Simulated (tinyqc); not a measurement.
From results back to parameters: free and nearly free electrons in a metal. Four cases, with inputs chosen for the exercise.

Problem. A free-electron metal with 4 atoms in the cubic cell and z electrons an atom has EF = c kF^2/m, (hbar omega_p)^2 = 8 pi c (e^2/(4 pi eps0)) n/m and kF = (3 pi^2 n)^(1/3), c = hbar^2/2m0.

Constants: hbar^2/2m0 = 3.80998211 eV angstrom^2; e^2/(4 pi eps0) = 14.39964547 eV angstrom.

Case 1.

Values chosen (out of a larger set: near those of Al; not measured data): a = 4.024 angstrom (fcc lattice constant).

EF = 7.97530 eV
hbar omega_p = 13.09876 eV

Case 2.

Values chosen (out of a larger set: near those of Au, whose d bands this model ignores; not measured data): a = 4.059 angstrom (fcc lattice constant).

EF = 4.29005 eV
hbar omega_p = 7.96502 eV

Case 3.

Values chosen (out of a larger set: near those of Al; not measured data): a = 4.038 angstrom (fcc lattice constant).

EF = 11.72173 eV
hbar omega_p = 15.85253 eV

Case 4.

Values chosen (out of a larger set: near those of Cu, whose d bands this model ignores; not measured data): a = 3.641 angstrom (fcc lattice constant).

EF = 7.37351 eV
hbar omega_p = 11.02535 eV

Find: kF; m; z.

Solution. (hbar omega_p)^2/EF = (8/(3 pi)) (e^2/(4 pi eps0)) kF gives kF; EF then gives m, and n = kF^3/(3 pi^2) gives z.

Case 1.

kF = 1.7601 1/angstrom
m = 1.48 m0
z = 3.00

Case 2.

kF = 1.2099 1/angstrom
m = 1.30 m0
z = 1.00

Case 3.

kF = 1.7540 1/angstrom
m = 1.00 m0
z = 3.00

Case 4.

kF = 1.3488 1/angstrom
m = 0.94 m0
z = 1.00

Computed by tinyqc, one run a case: `OMP_NUM_THREADS=1 python tinyqc.py N N+1 out.jsonl` with N = 1680333, 1680354, 1680384, 1680386; one thread of a shared Intel(R) Xeon(R) Processor @ 2.30GHz, about 0.01 s a run at most.
